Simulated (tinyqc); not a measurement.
Lateral field, substrate current, probability of reaching the oxide barrier and hot-carrier lifetime of a silicon transistor (pseudo-two-dimensional and lucky-electron models): one step, computed by the program tinyqc. Command: `OMP_NUM_THREADS=1 python tinyqc.py 3021907 3021908 out.jsonl hotcar walk`. One thread of a shared host (Intel(R) Xeon(R) Processor @ 2.30GHz), about 0.01 s of CPU time with the checks.

Local-field models: a lucky carrier gains its energy at the peak field over a path free of collisions. Voltages are magnitudes.

Task: Peak lateral field. C_ox = 3.9 eps_0/t; F_sat = 2 v_s/mu; V_Dsat = V_ov F_sat L/(V_ov + F_sat L), V_ov = V_G - V_T; I_D/W = C_ox v_s (V_ov - V_Dsat). Scale length l = 0.22 t^(1/3) x_j^(1/2) (all in cm); F_m = sqrt(((V_D - V_Dsat)/l_e)^2 + F_sat^2), with l_e = l; length of the velocity-saturated region l_e ln((V_D - V_Dsat)/(l_e F_sat) + F_m/F_sat).

Inputs (values chosen for the exercise, modelled on a silicon p-channel): channel length L = 1400 nm; oxide thickness t = 34 nm; junction depth x_j = 420 nm; mobility mu = 100 cm^2/(V s); saturation velocity v_s = 0.74 1e7 cm/s; threshold voltage V_T = 0.47 V; gate voltage V_G = 5.5 V; drain voltage V_D = 12 V; ionisation prefactor A_i = 7.8e+06 1/cm; ionisation field B_i = 3.58 MV/cm; hot-carrier mean free path lambda = 5 nm; oxide barrier phi_b = 4.6 eV; interface-trap threshold phi_it = 4.4 eV; lifetime constant H = 30 s microampere/micrometre.

Drain: abrupt.

Constants: eps_0 = 8.8541878128e-12 F/m.

Give: scale length l; peak field F_m; velocity-saturated length; energy gained over one free path, e lambda F_m.

Result:

scale length l = 214.4 nm

peak field F_m = 399.4 kV/cm

velocity-saturated length = 353.7 nm

energy gained over one free path, e lambda F_m = 0.1997 eV
